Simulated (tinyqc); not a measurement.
Inside a calculation. Model: energy and delay of logic against supply voltage.

tinyqc, about 0.01 s, one thread, Intel Xeon 2.30GHz (shared host): `OMP_NUM_THREADS=1 python tinyqc.py 2082051 2082052 out.jsonl` Printed values are rounded.

One expression serves below and above threshold: I(Vg) = Ik [ln(1 + exp((Vg - VT + dd V)/(al nf Vt)))]^al, with I_on = I(V) and I_off = I(0). Gate delay td = kd C V/I_on, clock period LD td. Per gate and cycle the switching energy is act C V^2 and the leakage energy I_off V LD td. No short-circuit current, no variation. Minima are sought above 0.09 V; below a few Vt gates no longer switch and the model has no meaning.

Inputs (values chosen for the exercise); values of the order met in logic technologies:
- T = 250 K (temperature)
- VT = 0.27 V (threshold voltage at zero drain bias)
- nf = 1.37 (slope factor)
- dd = 0.07 (barrier lowering per volt of supply)
- Ik = 0.57 uA (specific current of a gate)
- al = 1.71 (exponent of the current law)
- C = 3.4 fF (load capacitance of a gate)
- kd = 1 (delay factor)
- LD = 30 (logic depth)
- act = 0.02 (activity factor)
- V = 0.83 V (supply voltage)

Constants: q = 1.602176634e-19 C, kB = 1.380649e-23 J/K, Vt = kB T/q. Results are converted to the units shown.

## Currents, delay and energies

I_on, I_off, td, clock frequency 1/(LD td), both energies and their sum.

I_on = 41.34329 uA
I_off = 0.4288372 nA
td = 68.25775 ps
clock frequency = 0.4883450 GHz
switching energy = 46.84520 aJ
leakage energy = 0.7288594 aJ
energy = 47.57406 aJ

I_on/I_off = 96400; leakage makes up 1.53 % of the energy.

## Starting value

V = 0.23 V.

V at the start = 0.23 V

## Iteration 1: new V

Minimum-energy supply: E(V) is the energy per gate and cycle; with h = 0.001 V, E' = (E(V + h) - E(V - h))/(2 h), E'' = (E(V - h) - 2 E(V) + E(V + h))/h^2, V(new) = V - E'/E''.

E' = -28.93993 aJ/V
E'' = 1437.933 aJ/V^2
V after iteration 1 = 0.2501261 V

## Iteration 2: new V

As before.

E' = -4.918811 aJ/V
E'' = 978.5984 aJ/V^2
V after iteration 2 = 0.2551524 V

## Course of the iteration

Stop when the step is below 1e-9 V, or after 40 iterations.

Course of the iteration:

| iteration | V before the step (V) | step (V) |
|---|---|---|
| 1 | 0.23 | 0.0201 |
| 2 | 0.2501261 | 5.03e-3 |
| 3 | 0.2551524 | 2.55e-4 |
| 4 | 0.2554076 | 6.07e-7 |
| 5 | 0.2554082 | -1.65e-11 |

Converged in 5 iterations. There leakage makes up 33.5 % of the energy and the clock runs at 12.7 MHz.
